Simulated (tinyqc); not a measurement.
Wafer bonding and layer transfer: bond energy, gap closing, particles, bonding of dissimilar wafers and hydrogen blisters: one step, computed by the program tinyqc.

gamma is the energy per area of each of the two surfaces; plates are isotropic.

Question. Bond energy from the blade test. Two cantilevers opened by t_b: gamma = 3 t_b^2 E1 t1^3 E2 t2^3/(16 L^4 (E1 t1^3 + E2 t2^3)).

Inputs (values chosen for the exercise, with wafer 1 close to silicon): Young's modulus E1 = 151 GPa; Young's modulus E2 = 107 GPa; thickness t1 = 300 micrometre; thickness t2 = 350 micrometre; blade thickness t_b = 80 micrometre; crack length L = 8.27 mm.

Pair: two different wafers.

Give: bond energy gamma.

Answer.

bond energy gamma = 0.55378 J/m^2

An error of 5 % in L changes gamma by about 20 %. This is the level of partly covalent bonding.
